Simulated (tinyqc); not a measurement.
Transverse acoustic branch against its sound line: Keating valence-force model of a tetrahedral crystal. Computed by tinyqc, a small Python program. Command: `OMP_NUM_THREADS=1 python tinyqc.py 3024573 3024574 out.jsonl keating walk`. One thread of a shared host (Intel(R) Xeon(R) Processor @ 2.30GHz), about 0.02 s of CPU time with the checks.

Atom A sits at 0 and atom B at a/4 (1,1,1) of an fcc lattice; the four bonds from A are t = a/4 (1,1,1), a/4 (1,-1,-1), a/4 (-1,1,-1), a/4 (-1,-1,1), of length d = sqrt(3) a/4. Energy: E = (3 alpha/(8 d^2)) sum over bonds (r.r - d^2)^2 + (3 beta/(8 d^2)) sum over pairs of bonds at one atom (r_i.r_j + d^2/3)^2, with beta_A for the six pairs at A and beta_B for the six at B. The cell holds two atoms, Omega = a^3/4. 1 N/m = 1 J/m^2. With constants fitted to the elastic moduli this model puts optical and zone-boundary frequencies of real crystals too high, by up to about 20 % in elemental crystals and up to about 50 % in compounds, and mostly by more for TA modes; in compounds the lattice part of the static dielectric constant then comes out too low.

Inputs (values chosen for the exercise, modelled on gallium phosphide):

| quantity | value | unit |
|---|---|---|
| lattice constant a | 5.451 | angstrom |
| mass M_A | 69.72 | u |
| mass M_B | 30.97 | u |
| bond stretching alpha | 47 | N/m |
| bond bending beta_A | 10.5 | N/m |
| bond bending beta_B | 10.5 | N/m |

Structure: zinc blende.

Constants: nu for 1 eV/(angstrom^2 u) = 15.6333042 THz; 1 eV/angstrom^2 = 16.02176634 J/m^2; u = 1.6605390666e-27 kg.

Method:
- beta = (beta_A + beta_B)/2; C11 = (alpha + 3 beta)/a, C12 = (alpha - beta)/a, C44 = 4 alpha beta/(a (alpha + beta)); with the two sublattices clamped C44(0) = (alpha + beta)/a; internal-strain parameter zeta = (alpha - beta)/(alpha + beta); B = (C11 + 2 C12)/3.
- With displacements u exp(i q.r), each bracket changes by g.u, where g = (g_A, g_B): bond t, g = (-2 t, 2 t exp(i q.t)); pair (i, j) at A, g = (-(t_i + t_j), t_i exp(i q.t_j) + t_j exp(i q.t_i)); pair at B, g = (-t_i exp(-i q.t_j) - t_j exp(-i q.t_i), t_i + t_j). Then D_mn = sum over the 4 bonds and 12 pairs of (4 k/a^2) conj(g_m) g_n / sqrt(M_m M_n), with k = alpha or beta converted to eV/angstrom^2. Only the short-range forces enter; the Coulomb field of the charges is left out.
- An eigenvalue lambda of D in eV/(angstrom^2 u) gives nu = 15.6333042 THz x sqrt(lambda).
- The sound line is nu = v q/(2 pi) with v = sqrt(C44/rho), rho = (M_A + M_B)/Omega; the clamped line uses C44(0).

C44 = 62.9801 GPa

clamped C44(0) = 105.485 GPa

Frequencies (THz) along G-X:

| q (2 pi/a) | lowest branch | sound line, relaxed C44 | sound line, clamped C44(0) | third-lowest frequency | highest frequency |
|---|---|---|---|---|---|
| 0.05 | 0.3580 | 0.3582 | 0.4636 | 0.5414 | 12.787 |
| 0.15 | 1.0685 | 1.0747 | 1.3908 | 1.6160 | 12.752 |
| 0.30 | 2.0992 | 2.1494 | 2.7817 | 3.1776 | 12.636 |
| 0.45 | 3.0502 | 3.2241 | 4.1725 | 4.6289 | 12.441 |
| 0.60 | 3.8716 | 4.2988 | 5.5634 | 5.9084 | 12.191 |
| 0.75 | 4.5020 | 5.3734 | 6.9542 | 6.9347 | 11.973 |
| 0.90 | 4.8723 | 6.4481 | 8.3450 | 7.5797 | 11.827 |
| 1.00 | 4.9458 | 7.1646 | 9.2723 | 7.7144 | 11.796 |

At small q the branch follows the relaxed line (0.999 of it, against 0.772 of the clamped one): in a long shear wave the sublattices shift against each other. At X it reaches 69 % of the relaxed line. Real tetrahedral semiconductors have flatter TA branches than a Keating model fitted to their elastic constants, which needs longer-ranged terms to mend.

Extremes, crossings and ranges named in words are read from the listed rows.
